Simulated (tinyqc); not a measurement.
Dopants and charged point defects at anneal temperature: Fermi-level effect, clustering and pairing: one step, computed by the program tinyqc.

Boltzmann statistics and full ionisation of active dopants. Energies are counted from the valence band; the defect (a vacancy or self-interstitial) has five charge states, with all degeneracy factors one.

Task: Active and clustered dopant. p = A/2 + sqrt(A^2/4 + n_i^2) for an active density A. k ionised dopants and k carriers form one neutral cluster: C = N_s (A/N_s)^k (p/N_b)^k exp(E_b/k_B T), N_b the effective density of states of the majority band, and N = A + k C (60 bisections in ln A between ln N - 90 and ln N).

Inputs (values chosen for the exercise, with bands modelled on silicon): anneal temperature T = 960 K; total dopant density N = 1.8e+18 cm^-3; site density N_s = 4.2e+22 cm^-3; dopant atoms per cluster k = 4; cluster binding energy E_b = 2.39 eV.

Dopant: acceptor. Second part: clustering of the dopant.

E_g = 0.9258690 eV

k_B T = 0.08272640 eV

n_i = 4.821184e+17 cm^-3

E_i = 0.4454439 eV

effective density of states N_b of the majority band = 1.051069e+20 cm^-3

Give: active density A; clusters C; active share.

Result:

active density A = 1.8000e+18 cm^-3

clusters C = 5.5702e+10 cm^-3

active share = 1.00000

Nearly all the dopant is active.
